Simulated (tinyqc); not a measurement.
Carrier lifetime from Shockley-Read-Hall, radiative, Auger and surface recombination: one step, computed by the program tinyqc. Command: `OMP_NUM_THREADS=1 python tinyqc.py 3000661 3000662 out.jsonl lifetime walk`. One thread of a shared host (Intel(R) Xeon(R) Processor @ 2.30GHz), about 0.02 s of CPU time with the checks.

Energies are counted from the top of the valence band. Boltzmann statistics, full ionisation, and equal excess densities of electrons and holes.

Task: Surface lifetime. The slowest diffusion mode has x tan x = S W/(2 D) with 0 < x < pi/2 (bisection), and tau_s = W^2/(4 x^2 D). The common approximation is W/(2 S) + W^2/(pi^2 D).

Inputs (values chosen for the exercise, with bands modelled on CdTe): diffusion coefficient D = 47 cm^2/s; surface velocity S = 11 cm/s; thickness W = 4.6 micrometre.

Doping: p-type. Surface term: two equal surfaces.

Give: x; tau_s; approximate tau_s.

Result:

x = 0.007337

tau_s = 2.091e-05 s

approximate tau_s = 2.091e-05 s

The approximation is off by 3.9e-4 %. Recombination at the surfaces limits: tau_s is close to W/2S.
